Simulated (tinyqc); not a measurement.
# Thermal, flicker and telegraph noise of a field-effect transistor, step by step

A worked calculation. Computed by tinyqc, a small Python program that keeps every step. Command: `OMP_NUM_THREADS=1 python tinyqc.py 3023595 3023596 out.jsonl noise walk`. One thread of a shared host (Intel(R) Xeon(R) Processor @ 2.30GHz), about 0.01 s of CPU time with the checks. Intermediate numbers are printed to about 6 digits and carried at full precision; extremes and crossings named in words are read from the listed rows.

Strong inversion, threshold roll-off and channel-length modulation left out; noise sources are uncorrelated and are given as one-sided spectral densities.

Inputs (values chosen for the exercise, modelled on a high-k silicon transistor):
```
quantity                                   value         unit
width W                                        2   micrometre
length L                                     270           nm
electrical oxide thickness t                 4.9           nm
mobility mu                                  290   cm^2/(V s)
saturation velocity v_s                     0.98     1e7 cm/s
overdrive V_ov                              0.78            V
thermal noise factor gamma                  0.95            -
oxide trap density N_t                   1.5e+17  1/(eV cm^3)
oxide barrier phi                            1.8           eV
oxide mass m_ox                             0.47          m_0
Coulomb scattering coefficient alpha_sc     4400        V s/C
frequency f                                50000           Hz
temperature T                                400            K
```

Operating region: saturation. Flicker model: number with correlated mobility.

Constants: eps_0 = 8.8541878128e-12 F/m; hbar = 1.054571817e-34 J s; m_0 = 9.1093837015e-31 kg; e = 1.602176634e-19 C; k_B = 8.617333262e-05 eV/K; k_B = 1.380649e-23 J/K.

## Operating point

C_ox = 3.9 eps_0/t; V_c = 2 v_s L/mu; I = W C_ox v_s V_ov^2/(V_ov + V_c); g_m = W C_ox v_s V_ov (V_ov + 2 V_c)/(V_ov + V_c)^2; g_d0 = mu C_ox (W/L) V_ov.

C_ox = 0.704721 microfarad/cm^2

drain current I = 322.614 microampere

g_m = 703.364 microsiemens

g_d0 = 1180.80 microsiemens

## Flicker noise

Tunnelling length lambda = hbar/(2 sqrt(2 m_ox phi)); flat-band noise S_Vfb = e^2 k_B T lambda N_t/(W L C_ox^2 f). S_I = g_m^2 S_Vfb (1 + alpha_sc mu C_ox I/g_m)^2.

tunnelling length lambda = 1.06108 angstrom

S_Vfb = 1.05025e-14 V^2/Hz

flicker S_I = 1.03657e-20 A^2/Hz

flicker S_I/I^2 = 9.95937e-14 1/Hz

Caution: fewer than one trap per decade of time constant is active, so one device shows telegraph steps and the 1/f law is only a mean over many devices.

## Thermal noise and corner

Thermal: S_I = 4 k_B T gamma g_d0; input-referred S_V = S_I/g_m^2; corner f_c where flicker equals thermal. Total input noise from 1 Hz to f_c: sqrt(S_V,thermal [f_c ln(f_c/1 Hz) + f_c - 1 Hz]).

thermal S_I = 2.47801e-23 A^2/Hz

input-referred thermal noise = 7.07737 nV/sqrt(Hz)

corner frequency f_c = 2.09154e+07 Hz

input noise up to f_c = 136.772 microvolt

full shot noise 2eI over thermal S_I = 4.17178

At f the noise is flicker dominated (f_c/f = 418).

## How many traps?

Active traps per decade of time constant: N_dec = N_t k_B T W L lambda ln(10); a single trap at the interface shifts the threshold by e/(W L C_ox) and the current by g_m times that; tunnelling depth for frequency f, z = lambda ln(1/(2 pi f tau_0)), tau_0 = 1e-10 s.

traps per decade = 0.682150

threshold step of one trap = 0.0421017 mV

current step of one trap = 0.00917901 %

depth probed at f = 1.10014 nm

With fewer than one trap per decade the spectrum is not a smooth 1/f but a few Lorentzians, seen in time as telegraph steps, and S_Vfb is only the mean over many devices.

## Telling the models apart

The formulas are those given above.

Against the overdrive:
```
V_ov (V)  I (microampere)  (g_m/I)^2 (1/V^2)  S_I/I^2 (1/Hz)  S_I/g_m^2 (V^2/Hz)
0.20               27.286            90.3665     1.13712e-12         1.25834e-14
0.25               41.607            56.5208     7.44105e-13         1.31651e-14
0.32               65.945            33.4519     4.69066e-13         1.40221e-14
0.40               99.334            20.7073     3.11922e-13         1.50634e-14
0.50              148.533            12.7439     2.09764e-13         1.64599e-14
0.63              223.323             7.6576     1.41185e-13         1.84372e-14
0.80              336.785             4.4903     9.56759e-14         2.13074e-14
1.00              488.969             2.7093     6.80368e-14         2.51123e-14
```

S_I/I^2 falls as V_ov^-1.90 at first and V_ov^-1.53 at the end; (g_m/I)^2 as V_ov^-2.10 and V_ov^-2.26. The input-referred noise rises by a factor 2.00, because trapped charge also scatters, and that term grows with I/g_m.

Checks made by the program: g_m against a numerical derivative of I (relative difference below 1e-10).
